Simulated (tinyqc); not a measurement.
Worked calculation: Hueckel theory of the pi electrons, for the molecule O=c1cccccc1 (SMILES; centres numbered as the heavy atoms are written). Computed by tinyqc, a small Python program that keeps every step. Settings: charge = 0. Command: `OMP_NUM_THREADS=1 python tinyqc.py 31878 31879 out.jsonl` (the two numbers bound the seeds that draw the settings). One thread of a shared host (Intel(R) Xeon(R) Processor @ 2.60GHz), about 0.01 s of CPU time with the checks.

## The Hueckel matrix

Centres:

| centre | z_r, pi electrons of the neutral centre | h |
|---|---|---|
| 1O | 1 | 1.110000 |
| 2C | 1 | 0.000000 |
| 3C | 1 | 0.000000 |
| 4C | 1 | 0.000000 |
| 5C | 1 | 0.000000 |
| 6C | 1 | 0.000000 |
| 7C | 1 | 0.000000 |
| 8C | 1 | 0.000000 |

Bonds:

| i | j | k |
|---|---|---|
| 1 | 2 | 1 |
| 2 | 3 | 1 |
| 3 | 4 | 1 |
| 4 | 5 | 1 |
| 5 | 6 | 1 |
| 6 | 7 | 1 |
| 7 | 8 | 1 |
| 8 | 2 | 1 |

H_rr = alpha + h_r beta, H_rs = k_rs beta for bonded centres.

Hueckel matrix in units of beta (H = alpha + beta A), lower triangle:
```
          1O        2C        3C        4C        5C        6C        7C        8C
1O  1.110000
2C  1.000000  0.000000
3C  0.000000  1.000000  0.000000
4C  0.000000  0.000000  1.000000  0.000000
5C  0.000000  0.000000  0.000000  1.000000  0.000000
6C  0.000000  0.000000  0.000000  0.000000  1.000000  0.000000
7C  0.000000  0.000000  0.000000  0.000000  0.000000  1.000000  0.000000
8C  0.000000  1.000000  0.000000  0.000000  0.000000  0.000000  1.000000  0.000000
```

## Orbitals

pi electrons, sum of z_r less the charge = 8

Diagonalise; E = alpha + x beta with beta < 0, so the largest x are filled first; degenerate levels share their electrons. P = sum n_i c_ri c_si; each orbital has its largest coefficient positive (the first on a tie).

x values: 2.222628  1.645004  1.246980  0.758701  -0.445042  -0.608398  -1.801938  -1.907934

occupations: 2.000000  2.000000  2.000000  2.000000  0.000000  0.000000  0.000000  0.000000

coefficients:
```
         MO1        MO2        MO3        MO4        MO5        MO6        MO7        MO8
1O  0.485627   0.498350   0.000000   0.628464   0.000000  -0.288539   0.000000  -0.193885
2C  0.540322   0.266619   0.000000  -0.220779   0.000000   0.495825   0.000000   0.585133
3C  0.357654  -0.029880   0.417907  -0.397985   0.521121  -0.006560   0.231921  -0.461255
4C  0.254609  -0.315772   0.521121  -0.081173  -0.231921  -0.491834  -0.417907   0.294911
5C  0.208248  -0.489567   0.231921   0.336399  -0.417907   0.305791   0.521121  -0.101416
6C  0.208248  -0.489567  -0.231921   0.336399   0.417907   0.305791  -0.521121  -0.101416
7C  0.254609  -0.315772  -0.521121  -0.081173   0.231921  -0.491834   0.417907   0.294911
8C  0.357654  -0.029880  -0.417907  -0.397985  -0.521121  -0.006560  -0.231921  -0.461255
```

charge and bond-order matrix P, lower triangle:
```
           1O         2C         3C         4C         5C        6C        7C        8C
1O   1.758308
2C   0.513027   0.823554
3C  -0.182647   0.546296   0.923693
4C  -0.169468   0.142602   0.701165   0.885388
5C   0.137139  -0.184554   0.104297   0.602331   0.899988
6C   0.137139  -0.184554  -0.283388   0.118897   0.684839  0.899988
7C  -0.169468   0.142602  -0.169954  -0.200880   0.118897  0.602331  0.885388
8C  -0.182647   0.546296   0.225110  -0.169954  -0.283388  0.104297  0.701165  0.923693
```

## Energy, charges, bond orders

E = sum n x; q_r = z_r - P_rr; bond order p = P_rs; free valence = sqrt(3) - sum of p over the bonds of the atom.

pi energy = 8 alpha + this times beta = 11.746624

pi charges: 1O -0.758308, 2C 0.176446, 3C 0.076307, 4C 0.114612, 5C 0.100012, 6C 0.100012, 7C 0.114612, 8C 0.076307

Bond orders and lengths from R = 1.517 - 0.180 p (angstrom, C-C alone):

| bond | p | R |
|---|---|---|
| 1-2 | 0.513027 | - |
| 2-3 | 0.546296 | 1.418667 |
| 3-4 | 0.701165 | 1.390790 |
| 4-5 | 0.602331 | 1.408580 |
| 5-6 | 0.684839 | 1.393729 |
| 6-7 | 0.602331 | 1.408580 |
| 7-8 | 0.701165 | 1.390790 |
| 8-2 | 0.546296 | 1.418667 |

free valence of the carbons: 2C 0.126431, 3C 0.484589, 4C 0.428554, 5C 0.444880, 6C 0.444880, 7C 0.428554, 8C 0.484589

gap between the highest filled and the next level = 1.203743 |beta|
